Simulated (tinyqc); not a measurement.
Coverage along the feature as the dose grows: atomic layer deposition: Langmuir saturation, growth per cycle and coating of deep features. Computed by tinyqc, a small Python program. Command: `OMP_NUM_THREADS=1 python tinyqc.py 3021080 3021081 out.jsonl ald walk`. One thread of a shared host (Intel(R) Xeon(R) Processor @ 2.30GHz), about 0.02 s of CPU time with the checks.

Precursor A sticks only on free sites, so a long enough pulse saturates; co-reactant B then frees the sites again.

Inputs (values chosen for the exercise, modelled on zinc oxide from diethylzinc and water):

| quantity | value | unit |
|---|---|---|
| precursor mass M | 124 | u |
| site density q | 7.1 | 1/nm^2 |
| sticking probability beta on free sites | 0.0012 | - |
| precursor pressure p | 2.6 | Pa |
| temperature T | 200 | C |
| pulse time t | 0.79 | s |
| desorption energy E_d | 1.55 | eV |
| aspect ratio a | 44 | - |

Feature: round hole.

Constants: u = 1.6605390666e-27 kg; k_B = 1.380649e-23 J/K; k_B = 8.617333262e-05 eV/K.

Method:
- Wall flux F = p/sqrt(2 pi M k_B T); rate of filling k_a = beta F/q; desorption k_d = 1e13 exp(-E_d/(k_B T)) per second. 1/m^2 = 1e-18/nm^2.
- Temperatures in kelvin are T(C) + 273.15.
- Diffusion-limited filling (Gordon) of a round hole of diameter w: a saturation front at depth z needs dz/dt = D_K n/(z (4q/w)), with Knudsen D_K = w c/3 and F = n c/4; including the entrance and floor terms, t = (q/F)(1 + 19a/4 + 3a^2/2). Reaction-limited filling needs ln(100)/k_a at any depth, k_a = beta F/q. Flow is molecular. The front picture holds when the modulus a sqrt(beta) is well above 1.
- Depth reached by the given pulse: solve the same formula for a. Exposure = p x diffusion-limited time; 1 langmuir = 1.33322e-4 Pa s.
- Continuum model with steady gas transport: d2n/dz2 = 3 beta (1 - th) n/d_h^2 (d_h the hydraulic diameter, n = 1 at the mouth, no flux at the floor, 60 cells), d th/dt = beta F n (1 - th)/q; no desorption. Times are multiples of the larger of the Gordon time and ln(100)/k_a.

diffusion-limited time = 0.781754 s

time to 99 % without desorption, ln(100)/k_a = 0.963420 s

flux F = 28281.8 1/(nm^2 s)

modulus = 1.52420

Coverage:

| multiple | t (s) | top cell | quarter depth | half depth | three quarters | floor cell |
|---|---|---|---|---|---|---|
| 0.05 | 0.0482 | 0.202 | 0.116 | 0.065 | 0.041 | 0.034 |
| 0.10 | 0.0963 | 0.363 | 0.222 | 0.130 | 0.083 | 0.069 |
| 0.20 | 0.1927 | 0.595 | 0.405 | 0.257 | 0.171 | 0.144 |
| 0.40 | 0.3854 | 0.837 | 0.670 | 0.487 | 0.356 | 0.310 |
| 0.60 | 0.5781 | 0.934 | 0.828 | 0.674 | 0.540 | 0.487 |
| 0.80 | 0.7707 | 0.974 | 0.916 | 0.812 | 0.704 | 0.658 |
| 1.00 | 0.9634 | 0.989 | 0.961 | 0.902 | 0.832 | 0.800 |
| 1.30 | 1.2524 | 0.997 | 0.989 | 0.969 | 0.943 | 0.930 |

What does the comparison show, and why?

At a multiple of 0.2 the coverage is 0.59 at the top and 0.14 at the floor. The coverage falls gradually with depth, without a sharp front. In the last row the floor reaches 0.930. Caution: the modulus is not well above 1 or the Gordon time is under three times ln(100)/k_a, so there is no sharp front: the Gordon time is only a lower bound and the reaction time must be met as well.
